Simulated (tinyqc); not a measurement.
Hueckel theory of the pi electrons with the omega technique, for the molecule OC1=CC=CC=CC=C1 (SMILES; centres numbered as the heavy atoms are written), step by step. Computed by tinyqc, a small Python program that keeps every step. Settings: charge = 0, omega = 0.6, damping = 0.3. Command: `OMP_NUM_THREADS=1 python tinyqc.py 26739 26740 out.jsonl` (the two numbers bound the seeds that draw the settings). One thread of a shared host (Intel(R) Xeon(R) Processor @ 2.60GHz), about 0.01 s of CPU time with the checks.

## The Hueckel matrix

Centres:
```
centre  z_r, pi electrons of the neutral centre       h
1O                                            2  2.0000
2C                                            1  0.0000
3C                                            1  0.0000
4C                                            1  0.0000
5C                                            1  0.0000
6C                                            1  0.0000
7C                                            1  0.0000
8C                                            1  0.0000
9C                                            1  0.0000
```

Bonds:
```
i  j       k
1  2  0.8000
2  3       1
3  4       1
4  5       1
5  6       1
6  7       1
7  8       1
8  9       1
9  2       1
```

H_rr = alpha + h_r beta, H_rs = k_rs beta for bonded centres.

Hueckel matrix in units of beta (H = alpha + beta A):
```
        1O      2C      3C      4C      5C      6C      7C      8C
1O  2.0000  0.8000  0.0000  0.0000  0.0000  0.0000  0.0000  0.0000
2C  0.8000  0.0000  1.0000  0.0000  0.0000  0.0000  0.0000  0.0000
3C  0.0000  1.0000  0.0000  1.0000  0.0000  0.0000  0.0000  0.0000
4C  0.0000  0.0000  1.0000  0.0000  1.0000  0.0000  0.0000  0.0000
5C  0.0000  0.0000  0.0000  1.0000  0.0000  1.0000  0.0000  0.0000
6C  0.0000  0.0000  0.0000  0.0000  1.0000  0.0000  1.0000  0.0000
7C  0.0000  0.0000  0.0000  0.0000  0.0000  1.0000  0.0000  1.0000
8C  0.0000  0.0000  0.0000  0.0000  0.0000  0.0000  1.0000  0.0000
9C  0.0000  1.0000  0.0000  0.0000  0.0000  0.0000  0.0000  1.0000

        9C
1O  0.0000
2C  1.0000
3C  0.0000
4C  0.0000
5C  0.0000
6C  0.0000
7C  0.0000
8C  1.0000
9C  0.0000
```

## Orbitals, round 1

pi electrons, sum of z_r less the charge = 10

Diagonalise; E = alpha + x beta with beta < 0, so the largest x are filled first; degenerate levels share their electrons. P = sum n_i c_ri c_si; each orbital has its largest coefficient positive (the first on a tie).

x values: [2.4544, 1.8731, 1.4142, 1.2321, 0.0000, -0.0765, -1.4142, -1.4610, -2.0221]

occupations: [2.0000, 2.0000, 2.0000, 2.0000, 2.0000, 0.0000, 0.0000, 0.0000, 0.0000]

coefficients:
```
       MO1      MO2      MO3      MO4      MO5      MO6      MO7      MO8
1O  0.7964  -0.3837   0.0000   0.4050   0.0000  -0.1872   0.0000   0.1158
2C  0.4523   0.0609   0.0000  -0.3887   0.0000   0.4858   0.0000  -0.5011
3C  0.2366   0.2105   0.3536  -0.4014   0.5000   0.0563  -0.3536   0.3197
4C  0.1283   0.3334   0.5000  -0.1059   0.0000  -0.4901   0.5000   0.0340
5C  0.0782   0.4140   0.3536   0.2709  -0.5000  -0.0188  -0.3536  -0.3694
6C  0.0637   0.4420   0.0000   0.4397   0.0000   0.4915   0.0000   0.5057
7C  0.0782   0.4140  -0.3536   0.2709   0.5000  -0.0188   0.3536  -0.3694
8C  0.1283   0.3334  -0.5000  -0.1059   0.0000  -0.4901  -0.5000   0.0340
9C  0.2366   0.2105  -0.3536  -0.4014  -0.5000   0.0563   0.3536   0.3197

        MO9
1O  -0.0779
2C   0.3918
3C  -0.3649
4C   0.3462
5C  -0.3351
6C   0.3314
7C  -0.3351
8C   0.3462
9C  -0.3649
```

charge and bond-order matrix P:
```
         1O       2C       3C       4C       5C       6C       7C       8C
1O   1.8910   0.3590  -0.1099  -0.1374   0.0263   0.1185   0.0263  -0.1374
2C   0.3590   0.7188   0.5517   0.2390  -0.0894  -0.2304  -0.0894   0.2390
3C  -0.1099   0.5517   1.2728   0.6396  -0.2562  -0.1368   0.2438  -0.0675
4C  -0.1374   0.2390   0.6396   0.7776   0.5923   0.2179  -0.1149  -0.2224
5C   0.0263  -0.0894  -0.2562   0.5923   1.2518   0.6142  -0.2482  -0.1149
6C   0.1185  -0.2304  -0.1368   0.2179   0.6142   0.7857   0.6142   0.2179
7C   0.0263  -0.0894   0.2438  -0.1149  -0.2482   0.6142   1.2518   0.5923
8C  -0.1374   0.2390  -0.0675  -0.2224  -0.1149   0.2179   0.5923   0.7776
9C  -0.1099   0.5517  -0.2272  -0.0675   0.2438  -0.1368  -0.2562   0.6396

         9C
1O  -0.1099
2C   0.5517
3C  -0.2272
4C  -0.0675
5C   0.2438
6C  -0.1368
7C  -0.2562
8C   0.6396
9C   1.2728
```

## Omega technique, round 1

h_r = h_r(0) + omega q_r, omega = 0.6, with q_r = z_r - P_rr; 0.3 of the old diagonal is kept.

matrix after round 1:
```
        1O      2C       3C      4C       5C      6C       7C      8C
1O  2.0458  0.8000   0.0000  0.0000   0.0000  0.0000   0.0000  0.0000
2C  0.8000  0.1181   1.0000  0.0000   0.0000  0.0000   0.0000  0.0000
3C  0.0000  1.0000  -0.1146  1.0000   0.0000  0.0000   0.0000  0.0000
4C  0.0000  0.0000   1.0000  0.0934   1.0000  0.0000   0.0000  0.0000
5C  0.0000  0.0000   0.0000  1.0000  -0.1058  1.0000   0.0000  0.0000
6C  0.0000  0.0000   0.0000  0.0000   1.0000  0.0900   1.0000  0.0000
7C  0.0000  0.0000   0.0000  0.0000   0.0000  1.0000  -0.1058  1.0000
8C  0.0000  0.0000   0.0000  0.0000   0.0000  0.0000   1.0000  0.0934
9C  0.0000  1.0000   0.0000  0.0000   0.0000  0.0000   0.0000  1.0000

         9C
1O   0.0000
2C   1.0000
3C   0.0000
4C   0.0000
5C   0.0000
6C   0.0000
7C   0.0000
8C   1.0000
9C  -0.1146
```

## Orbitals, round 2

As before.

x values: [2.4984, 1.8740, 1.4095, 1.2281, 0.0189, -0.1102, -1.4263, -1.4638, -2.0286]

occupations: [2.0000, 2.0000, 2.0000, 2.0000, 2.0000, 0.0000, 0.0000, 0.0000, 0.0000]

coefficients:
```
       MO1      MO2      MO3      MO4      MO5      MO6      MO7      MO8
1O  0.8078  -0.3627   0.0000   0.4003  -0.1952   0.0000   0.0000   0.1099
2C  0.4570   0.0779   0.0000  -0.4091   0.4946   0.0000   0.0000  -0.4822
3C  0.2208   0.2135   0.3396  -0.3872   0.0536  -0.4998  -0.3673   0.3374
4C  0.1199   0.3466   0.5176  -0.1107  -0.4875  -0.0022   0.4817   0.0269
5C  0.0676   0.4037   0.3416   0.2615  -0.0173   0.5002  -0.3648  -0.3794
6C  0.0561   0.4526   0.0000   0.4596   0.4853   0.0000   0.0000   0.4883
7C  0.0676   0.4037  -0.3416   0.2615  -0.0173  -0.5002   0.3648  -0.3794
8C  0.1199   0.3466  -0.5176  -0.1107  -0.4875   0.0022  -0.4817   0.0269
9C  0.2208   0.2135  -0.3396  -0.3872   0.0536   0.4998   0.3673   0.3374

        MO9
1O  -0.0736
2C   0.3748
3C  -0.3729
4C   0.3388
5C  -0.3462
6C   0.3268
7C  -0.3462
8C   0.3388
9C  -0.3729
```

charge and bond-order matrix P:
```
         1O       2C       3C       4C       5C       6C       7C       8C
1O   1.9650   0.1612  -0.1291   0.0440   0.0324  -0.0592   0.0324   0.0440
2C   0.1612   1.2540   0.6049  -0.2280  -0.1064   0.2259  -0.1064  -0.2280
3C  -0.1291   0.6049   0.7249   0.5861   0.2299  -0.0858  -0.2342  -0.1171
4C   0.0440  -0.2280   0.5861   1.3048   0.6087  -0.2477  -0.0987   0.2330
5C   0.0324  -0.1064   0.2299   0.6087   0.7059   0.5967   0.2391  -0.0987
6C  -0.0592   0.2259  -0.0858  -0.2477   0.5967   1.3096   0.5967  -0.2477
7C   0.0324  -0.1064  -0.2342  -0.0987   0.2391   0.5967   0.7059   0.6087
8C   0.0440  -0.2280  -0.1171   0.2330  -0.0987  -0.2477   0.6087   1.3048
9C  -0.1291   0.6049   0.2635  -0.1171  -0.2342  -0.0858   0.2299   0.5861

         9C
1O  -0.1291
2C   0.6049
3C   0.2635
4C  -0.1171
5C  -0.2342
6C  -0.0858
7C   0.2299
8C   0.5861
9C   0.7249
```

## Omega technique, round 2

As before.

matrix after round 2:
```
        1O       2C      3C       4C      5C       6C      7C       8C
1O  2.0284   0.8000  0.0000   0.0000  0.0000   0.0000  0.0000   0.0000
2C  0.8000  -0.0713  1.0000   0.0000  0.0000   0.0000  0.0000   0.0000
3C  0.0000   1.0000  0.0811   1.0000  0.0000   0.0000  0.0000   0.0000
4C  0.0000   0.0000  1.0000  -0.1000  1.0000   0.0000  0.0000   0.0000
5C  0.0000   0.0000  0.0000   1.0000  0.0918   1.0000  0.0000   0.0000
6C  0.0000   0.0000  0.0000   0.0000  1.0000  -0.1030  1.0000   0.0000
7C  0.0000   0.0000  0.0000   0.0000  0.0000   1.0000  0.0918   1.0000
8C  0.0000   0.0000  0.0000   0.0000  0.0000   0.0000  1.0000  -0.1000
9C  0.0000   1.0000  0.0000   0.0000  0.0000   0.0000  0.0000   1.0000

        9C
1O  0.0000
2C  1.0000
3C  0.0000
4C  0.0000
5C  0.0000
6C  0.0000
7C  0.0000
8C  1.0000
9C  0.0811
```

## Convergence

Each round sets h_r = h_r(0) + omega (z_r - P_rr), keeping the share named as damping of the old diagonal; repeat until output and input diagonals agree to 1e-6.

Rounds:
```
round  sum n x  largest |h(out) - h(in)|
1      13.9476                  1.69e-01
2      14.0577                  2.82e-01
3      14.1666                  2.71e-01
4      14.0439                  2.72e-01
5      14.1701                  2.72e-01
6      14.0441                  2.72e-01
7      14.1702                  2.72e-01
8      14.0442                  2.72e-01
9      14.1702                  2.72e-01
10     14.0442                  2.72e-01
11     14.1702                  2.72e-01
12     14.0442                  2.72e-01
13     14.1702                  2.72e-01
14     14.0442                  2.72e-01
15     14.1702                  2.72e-01
16     14.0442                  2.72e-01
17     14.1702                  2.72e-01
18     14.0442                  2.72e-01
19     14.1702                  2.72e-01
20     14.0442                  2.72e-01
21     14.1702                  2.72e-01
22     14.0442                  2.72e-01
23     14.1702                  2.72e-01
24     14.0442                  2.72e-01
25     14.1702                  2.72e-01
26     14.0442                  2.72e-01
27     14.1702                  2.72e-01
28     14.0442                  2.72e-01
29     14.1702                  2.72e-01
30     14.0442                  2.72e-01
31     14.1702                  2.72e-01
32     14.0442                  2.72e-01
33     14.1702                  2.72e-01
34     14.0442                  2.72e-01
35     14.1702                  2.72e-01
36     14.0442                  2.72e-01
37     14.1702                  2.72e-01
38     14.0442                  2.72e-01
39     14.1702                  2.72e-01
40     14.0442                  2.72e-01
```

Not converged within 40 rounds: the residual has stopped falling: the iteration swings between two states. Reruns: damping 0.5: not converged; damping 0.8: not converged.
